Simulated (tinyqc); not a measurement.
Worked calculation: UKS/LDA (VWN5) in the sto-6g basis, for H4+, spin multiplicity 2. One step of it, computed by the program tinyqc.

Problem. Orthogonalisation. S = U s U^T; symmetric (Loewdin) form X = U s^(-1/2) U^T, so that X^T S X = 1.

overlap S:
```
          1H 1s     2H 1s     3H 1s     4H 1s
1H 1s  1.000000  0.648630  0.481011  0.350574
2H 1s  0.648630  1.000000  0.350574  0.481011
3H 1s  0.481011  0.350574  1.000000  0.648630
4H 1s  0.350574  0.481011  0.648630  1.000000
```

Give: eigenvalues of S; X.

Solution.

eigenvalues of S: 0.2209  0.4818  0.8170  2.4802

X:
```
         1H 1s    2H 1s    3H 1s    4H 1s
1H 1s   1.3274  -0.4567  -0.2895   0.0539
2H 1s  -0.4567   1.3274   0.0539  -0.2895
3H 1s  -0.2895   0.0539   1.3274  -0.4567
4H 1s   0.0539  -0.2895  -0.4567   1.3274
```
